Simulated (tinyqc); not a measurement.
Electron-beam lithography: double-Gaussian proximity function, edge placement and dose correction for parallel lines: one step, computed by the program tinyqc.

Lines are infinitely long. Absorbed energy is counted so that the middle of a very large area written at dose 1 receives 1; the resist develops where it exceeds 1/2.

Problem. Dose correction. Uncorrected edge energies are M 1. Solve M d = 1/2 for the doses d that put the mean edge energy of every line at the threshold.

M:
```
           1          2          3          4
1  0.4214775  0.0131794  0.0037103  0.0074064
2  0.0843348  0.3469686  0.0049393  0.0112631
3  0.0732999  0.0154504  0.3129392  0.0124873
4  0.0549972  0.0135734  0.0048114  0.3442839
```

Give: edge energies at dose 1; corrected doses; largest over smallest dose.

Solution.

edge energies at dose 1: 1 0.44577, 2 0.44751, 3 0.41418, 4 0.41767

corrected doses: 1 1.1194, 2 1.1121, 3 1.2323, 4 1.2124

largest over smallest dose = 1.1081
